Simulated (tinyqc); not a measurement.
## Phonon and roughness prefactors from two fields

Inverse problem. At 300 K and high field 1/mu = E^(1/3)/Ap + E^gs/As, E in MV/cm. Find Ap and As.

Inputs (values chosen for the exercise):

| symbol | value | unit | meaning |
|---|---|---|---|
| gs | 2 |  | exponent of the roughness term |

mu at E = 0.49 and 1 MV/cm (cm^2/(V s)): [488.50153, 317.16418]

Solution. Two linear equations in 1/Ap and 1/As.

Ap = 425.0 cm^2/(V s)
As = 1250 cm^2/(V s)

Program tinyqc, `OMP_NUM_THREADS=1 python tinyqc.py 2510095 2510096 out.jsonl`; Intel Xeon 2.30GHz, shared host, one thread, about 0.01 s.
